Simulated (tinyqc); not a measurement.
MOS capacitor with interface traps: C-V stretch-out, conductance peak and subthreshold swing: one step, computed by the program tinyqc. Command: `OMP_NUM_THREADS=1 python tinyqc.py 3013682 3013683 out.jsonl mostraps walk`. One thread of a shared host (Intel(R) Xeon(R) Processor @ 2.30GHz), about 0.01 s of CPU time with the checks.

Energies at the interface are counted from the valence band. psi > 0 means bending towards depletion, so the surface potential is -psi. Boltzmann statistics, full ionisation, no quantum confinement. Traps are neutral when filled up to E_n, with a sharp (zero-temperature) occupation.

Task: Conductance peak. v = sqrt(3 k_B T/m) with the majority mass; surface density n_s = N exp(-psi/k_B T); tau = 1/(sigma v n_s); for a continuum of levels G_p/omega = C_it ln(1 + omega^2 tau^2)/(2 omega tau), which peaks at omega tau = 1.98, the frequency 1.98/(2 pi tau); potential fluctuations are left out.

Inputs (values chosen for the exercise, modelled on 4H-SiC, with an insulator like SiO2):
```
quantity                              value   unit
gap E_g                                3.21     eV
electron mass m_e                     0.394    m_0
doping N                            8.1e+16  cm^-3
capture cross-section sigma           1e-15   cm^2
band bending towards depletion psi     0.76      V
temperature T                           350      K
```

Substrate: n-type. Trap spectrum: U-shaped.

k_B T = 0.03016067 eV

C_it = 0.05145902 microF/cm^2

Constants: k_B = 1.380649e-23 J/K; m_0 = 9.1093837015e-31 kg.

Give: v; n_s; trap time constant; peak frequency; peak of G_p/omega.

Result:

v = 2.0098e+07 cm/s

n_s = 9.2250e+05 cm^-3

trap time constant = 53.937 s

peak frequency = 0.0058425 Hz

peak of G_p/omega = 0.020706 microF/cm^2

Caution: traps deeper than about 24 k_B T and minority carriers reach equilibrium slowly or not at all, so the charges here are limits for very slow sweeps.
